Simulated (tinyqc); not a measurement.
Time-domain thermoreflectance: layered heat flow under a modulated pulse train, and what the signal ratio measures: one step, computed by the program tinyqc. Command: `OMP_NUM_THREADS=1 python tinyqc.py 3112457 3112458 out.jsonl tdtr walk`. One thread of a shared host (Intel(R) Xeon(R) Processor @ 2.30GHz), about 0.2 s of CPU time with the checks.

Pulses repeat at 80 MHz; heat is laid down at the surface, all layers are isotropic, and the film is in perfect contact with the substrate.

Question. Impedance at k = 0 and the modulation frequency. For radial wave number k and angular frequency W each layer has u = sqrt(4 pi^2 k^2 + i W C/kappa) and gamma = kappa u. Surface impedance from below: Z = 1/gamma for the substrate; a layer of thickness L maps Z to (Z + tanh(u L)/gamma)/(1 + gamma Z tanh(u L)); a boundary adds 1/G. Take k = 0 and W = 2 pi f.

Inputs (values chosen for the exercise, modelled on aluminium on germanium): metal thickness d = 61 nm; metal conductivity = 130 W/(m K); metal heat capacity = 2.42 MJ/(m^3 K); boundary conductance G under the metal = 250 MW/(m^2 K); film thickness = 7 nm; film conductivity = 0.82 W/(m K); film heat capacity = 1.9 MJ/(m^3 K); substrate conductivity kappa = 61 W/(m K); substrate heat capacity C = 1.68 MJ/(m^3 K); modulation frequency f = 10 MHz.

Stack: metal, film, substrate.

Give: Z of the substrate; Z at the surface.

Answer.

Z of the substrate = 8.812-8.812i m^2 K/GW

Z at the surface = 17.90-11.46i m^2 K/GW
